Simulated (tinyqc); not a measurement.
## Saddle-point parameters from gate and bias data

Problem. In a saddle-point contact at zero temperature mu - V0 = al (Vg - Vp), riser n is centred where this equals wy (n + 1/2), its largest slope is dg/dmu = pi/(2 wx) (neighbouring modes neglected), and in bias spectroscopy neighbouring risers meet at q V = wy. Find al, Vp and wx.

gate voltages at the middle of the first and second risers (V): -1.1525758  -1.1177273
largest dg/dVg on a riser = 134.63969 1/V
bias at which two neighbouring risers meet = 2.3 mV

Answer. The bias gives wy, the gate spacing then gives al = wy/(Vg2 - Vg1), and the slope gives wx = al pi/(2 dg/dVg).

lever arm al = 0.0660 eV/V
Vp = -1.17 V
wx = 0.770 meV

Computed by the program tinyqc: `OMP_NUM_THREADS=1 python tinyqc.py 2740001 2740002 out.jsonl`, one thread of a shared Intel Xeon 2.30GHz, about 0.04 s for the whole run.
